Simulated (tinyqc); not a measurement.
Inside a calculation: carrier statistics of a doped semiconductor with parabolic bands. Values are carried at full precision from step to step, so a last printed digit may differ when a step is redone from the rounded ones.

Constants: kB = 8.617333262e-05 eV/K; hbar^2/2m0 = 3.80998211 eV angstrom^2.

Inputs chosen for the exercise (near those of InAs; not measured data):
```
symbol  value     unit    meaning
Eg0     0.418     eV      gap at 0 K
al      0.000275  eV/K    Varshni alpha
be      92        K       Varshni beta
T       500       K
ml      0.0262    m0      longitudinal electron mass
mt      0.0262    m0      transverse electron mass
Mv      1                 equivalent valleys
mhh     0.409     m0      heavy-hole mass
mlh     0.0259    m0      light-hole mass
ND      1.9e+13   1/cm^3  donors
NA      1.1e+12   1/cm^3  acceptors
ED      0.002     eV      donor level below Ec
EA      0.015     eV      acceptor level above Ev
```

## Gap and thermal energy

Eg(T) = Eg0 - al T^2/(T + be) (Varshni).

Eg = 0.30187 eV
kT = 0.043087 eV

The gap has shrunk by 116.1 meV from 0 K and is 7.0 kT wide.

## Effective densities of states

m_de = Mv^(2/3) (ml mt^2)^(1/3); m_dh = (mhh^(3/2) + mlh^(3/2))^(2/3); N = 2 (m kB T/(4 pi c))^(3/2) with c = hbar^2/2m0, in 1/angstrom^3; times 1e24 for 1/cm^3.

m_de = 0.0262 m0
m_dh = 0.4133 m0
Nc = 2.2898e+17 1/cm^3
Nv = 1.4348e+19 1/cm^3

The light holes supply 1.6 % of Nv, and Nc/Nv = 0.016.

## Intrinsic density and level

With Boltzmann statistics ni = sqrt(Nc Nv) exp(-Eg/2kT) and Ei = Eg/2 + (kT/2) ln(Nv/Nc), counted from Ev.

ni = 5.46e+16 1/cm^3
Ei = 0.2401 eV

Ei lies 89.1 meV above midgap, towards the band with the smaller density of states. Ei is within 3 kT of a band edge, so this Boltzmann value of ni is only rough.

## Neutrality by bisection

Energies are counted from Ev, so Ec = Eg. n = Nc F_1/2((EF - Eg)/kT), p = Nv F_1/2(-EF/kT), ND+ = ND/(1 + 2 exp((EF - Eg + ED)/kT)), NA- = NA/(1 + 4 exp((EA - EF)/kT)); neutrality asks p + ND+ = n + NA-. F_j(eta) = (1/Gamma(j + 1)) integral_0^infinity x^j dx/(1 + exp(x - eta)), which tends to exp(eta) for eta << 0.

Start from the bracket [-0.2 eV, Eg + 0.2 eV]; at the midpoint EF take the sign of p + ND+ - n - NA-; where it is positive EF must rise. Fourteen steps are shown.

Bisection (eV, 1/cm^3):
```
step,low,high,EF,n,p,ND+,NA-,sign
1,-0.20000,0.50187,0.15093,6.82e+15,4.27e+17,1.79e+13,9.40e+11,+
2,0.15093,0.50187,0.32640,2.69e+17,7.36e+15,4.04e+12,1.10e+12,-
3,0.15093,0.32640,0.23867,4.90e+16,5.63e+16,1.28e+13,1.08e+12,+
4,0.23867,0.32640,0.28253,1.21e+17,2.04e+16,8.13e+12,1.09e+12,-
5,0.23867,0.28253,0.26060,7.80e+16,3.39e+16,1.05e+13,1.09e+12,-
6,0.23867,0.26060,0.24963,6.19e+16,4.37e+16,1.17e+13,1.08e+12,-
7,0.23867,0.24963,0.24415,5.51e+16,4.96e+16,1.23e+13,1.08e+12,-
8,0.23867,0.24415,0.24141,5.20e+16,5.28e+16,1.25e+13,1.08e+12,+
9,0.24141,0.24415,0.24278,5.35e+16,5.12e+16,1.24e+13,1.08e+12,-
10,0.24141,0.24278,0.24209,5.27e+16,5.20e+16,1.25e+13,1.08e+12,-
11,0.24141,0.24209,0.24175,5.23e+16,5.24e+16,1.25e+13,1.08e+12,+
12,0.24175,0.24209,0.24192,5.25e+16,5.22e+16,1.25e+13,1.08e+12,-
13,0.24175,0.24192,0.24184,5.24e+16,5.23e+16,1.25e+13,1.08e+12,-
14,0.24175,0.24184,0.24179,5.24e+16,5.24e+16,1.25e+13,1.08e+12,-
```

Each step halves the bracket, which is 0.086 meV wide at the last row.

## The neutral state

Solve the neutrality condition for EF to convergence.

EF = 0.2418 eV
n = 5.24e+16 1/cm^3
p = 5.24e+16 1/cm^3
ND+ = 1.25e+13 1/cm^3
NA- = 1.08e+12 1/cm^3

The material is nearly intrinsic; 65.8 % of the donors are ionised. EF lies 1.39 kT inside the gap from the conduction edge, so the Fermi integral is needed; n p/(Nc Nv exp(-Eg/kT)) = 0.921.

## Checks

- F_1/2(1) by the trapezoid rule against adaptive quadrature: both 1.575641.
- Positive against negative charge at the solution (1/cm^3): both 5.23861e+16.

(tinyqc, `OMP_NUM_THREADS=1 python tinyqc.py 1650645 1650646 out.jsonl`, Intel(R) Xeon(R) Processor @ 2.30GHz, 1 thread, shared host, about 0.01 s.)
